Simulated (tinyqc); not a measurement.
The integration grid: Kohn-Sham TPSS on finer and finer grids in the sto-6g basis, for BeH2, spin multiplicity 1. Computed by the program tinyqc with PySCF. Self-consistent on each grid; the net force on the molecule should vanish.

Geometry (angstrom):
```
atom,x,y,z
Be,0.0000,0.0000,0.0000
H,0.0000,1.3130,0.0530
H,0.0000,-1.3130,0.0530
```

Kohn-Sham energy on Becke grids (radial x angular points per atom):
```
grid,points,residual of the electron count,E (hartree),E - finest (mhartree),largest net force without grid terms (hartree/bohr)
10 x 14,412,-2.80e-02,-15.855651,25.195592,4.35e-03
15 x 26,1158,1.42e-02,-15.876170,4.675892,4.51e-03
20 x 50,2982,-7.51e-05,-15.880366,0.480717,3.06e-04
30 x 86,7712,8.01e-05,-15.880945,-0.098258,1.60e-05
50 x 194,29044,2.07e-07,-15.880846,0.000052,1.34e-05
75 x 302,67832,-7.52e-09,-15.880846,0.000109,2.46e-06
120 x 590,212014,-9.41e-10,-15.880846,0.000000,2.18e-08
```

What does the comparison show, and why?

The energy is within 0.1 mhartree of the finest grid first at 30 x 86. The error has both signs, since quadrature is not variational. The electron count and the net force are cheap signs of a poor grid.
